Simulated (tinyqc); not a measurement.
# Changing the bond bending beta

Model: Keating valence-force model of a tetrahedral crystal. Computed by tinyqc, a small Python program. Command: `OMP_NUM_THREADS=1 python tinyqc.py 3008060 3008061 out.jsonl keating sweep`. One thread of a shared host (Intel(R) Xeon(R) Processor @ 2.30GHz), about 0.02 s of CPU time with the checks.

Atom A sits at 0 and atom B at a/4 (1,1,1) of an fcc lattice; the four bonds from A are t = a/4 (1,1,1), a/4 (1,-1,-1), a/4 (-1,1,-1), a/4 (-1,-1,1), of length d = sqrt(3) a/4. Energy: E = (3 alpha/(8 d^2)) sum over bonds (r.r - d^2)^2 + (3 beta/(8 d^2)) sum over pairs of bonds at one atom (r_i.r_j + d^2/3)^2; both atoms have the mass M. The cell holds two atoms, Omega = a^3/4. 1 N/m = 1 J/m^2.

Inputs (values chosen for the exercise, for a model crystal): lattice constant a = 4.147 angstrom; atomic mass M = 35.7 u; bond stretching alpha = 35.3 N/m.

Structure: diamond.

Constants: nu for 1 eV/(angstrom^2 u) = 15.6333042 THz; 1 eV/angstrom^2 = 16.02176634 J/m^2; 1 THz = 33.35640952 1/cm.

Method:
- C11 = (alpha + 3 beta)/a, C12 = (alpha - beta)/a, C44 = 4 alpha beta/(a (alpha + beta)); with the two sublattices clamped C44(0) = (alpha + beta)/a; internal-strain parameter zeta = (alpha - beta)/(alpha + beta); B = (C11 + 2 C12)/3.
- mu = M/2; lambda = 4 (alpha + beta)/mu with the springs in eV/angstrom^2; nu = 15.6333042 THz x sqrt(lambda).
- With displacements u exp(i q.r), each bracket changes by g.u, where g = (g_A, g_B): bond t, g = (-2 t, 2 t exp(i q.t)); pair (i, j) at A, g = (-(t_i + t_j), t_i exp(i q.t_j) + t_j exp(i q.t_i)); pair at B, g = (-t_i exp(-i q.t_j) - t_j exp(-i q.t_i), t_i + t_j). Then D_mn = sum over the 4 bonds and 12 pairs of (4 k/a^2) conj(g_m) g_n / sqrt(M_m M_n), with k = alpha or beta converted to eV/angstrom^2.
- An eigenvalue lambda of D in eV/(angstrom^2 u) gives nu = 15.6333042 THz x sqrt(lambda).
- Take the lowest frequency at X = (1, 0, 0) 2 pi/a, the transverse acoustic (TA) mode.

One run for each value:

| bond bending beta (N/m) | C44 (GPa) | internal-strain parameter zeta | TA frequency at X (THz) | C11 (GPa) | C12 (GPa) | Raman frequency (THz) |
|---|---|---|---|---|---|---|
| 1.1 | 10.29 | 0.93956 | 1.939 | 93.08 | 82.469 | 11.155 |
| 1.7 | 15.64 | 0.90811 | 2.411 | 97.42 | 81.022 | 11.246 |
| 2.8 | 25.02 | 0.85302 | 3.094 | 105.38 | 78.370 | 11.412 |
| 4.5 | 38.50 | 0.77387 | 3.922 | 117.68 | 74.271 | 11.664 |
| 7.4 | 59.01 | 0.65340 | 5.029 | 138.65 | 67.278 | 12.081 |
| 12.0 | 86.38 | 0.49260 | 6.405 | 171.93 | 56.185 | 12.716 |
| 20.0 | 123.14 | 0.27667 | 8.268 | 229.80 | 36.894 | 13.749 |
| 32.0 | 161.90 | 0.04903 | 10.459 | 316.61 | 7.958 | 15.167 |

Describe and explain the trends.

Over the rows, C44 (GPa) rises from 10.3 to 162 (exponent d ln y / d ln x 0.96 between the first rows and 0.58 between the last); internal-strain parameter zeta falls from 0.940 to 0.0490 (exponent d ln y / d ln x -0.078 between the first rows and -3.7 between the last); TA frequency at X (THz) rises from 1.94 to 10.5 (exponent d ln y / d ln x about 0.50 throughout). At the low end the exponent of C44 is 0.96, close to 1: for beta much below alpha the relaxed C44 tends to 4 beta/a. The exponent of TA frequency at X stays at 0.50: this mode mostly bends angles, so nu goes as sqrt(beta). The clamped-to-relaxed loss zeta^2 shrinks from 88 % to 0 %. Without bond bending C44, C11 - C12 and the TA frequency at X would all vanish: the tetrahedral net is held against shear by its angles.

Extremes, crossings and ranges named in words are read from the listed rows.
